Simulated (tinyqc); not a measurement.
Hydrogen passivation of interface dangling bonds: competing passivation and dissociation with distributed barriers: one step, computed by the program tinyqc. Command: `OMP_NUM_THREADS=1 python tinyqc.py 3004160 3004161 out.jsonl passiv walk`. One thread of a shared host (Intel(R) Xeon(R) Processor @ 2.30GHz), about 0.02 s of CPU time with the checks.

P_b + H2 gives P_bH + H at the rate k_f [H2]; P_bH gives P_b + H at the rate k_d. All defects start unpassivated. E_f and E_d are Gaussian and independent.

Task: Single barriers. [H2] = solubility factor x p; a = k_f0 [H2] exp(-E_f/(k_B T)), d = k_d0 exp(-E_d/(k_B T)). For one pair of barriers the active share is y = [d + a exp(-(a + d) t)]/(a + d). Temperatures in kelvin are T(C) + 273.15.

Inputs (values chosen for the exercise, close to those used for P_b centres at the silicon-oxide interface):
```
quantity,value,unit
passivation prefactor k_f0,1.1e-07,cm^3/s
mean passivation barrier E_f,1.7,eV
spread sigma_f,0.12,eV
dissociation prefactor k_d0,8.8e+12,1/s
mean dissociation barrier E_d,2.85,eV
spread sigma_d,0.074,eV
"H2 in the oxide per atm, solubility factor",8.6e+17,1/(cm^3 atm)
hydrogen pressure p,10,atm
anneal temperature T,650,C
anneal time t,190,s
```

Constants: k_B = 8.617333262e-05 eV/K.

Give: passivation rate a; dissociation rate d; a t; steady active share d/(a + d); active share, single barriers.

Result:

passivation rate a = 495.49 1/s

dissociation rate d = 0.0024288 1/s

a t = 94143

steady active share d/(a + d) = 4.9019e-06

active share, single barriers = 4.9019e-06

Passivation has run its course, and the balance with dissociation sets the remainder. Caution: single-barrier shares below about 1e-3 are formal; measured passivation levels off well above them.
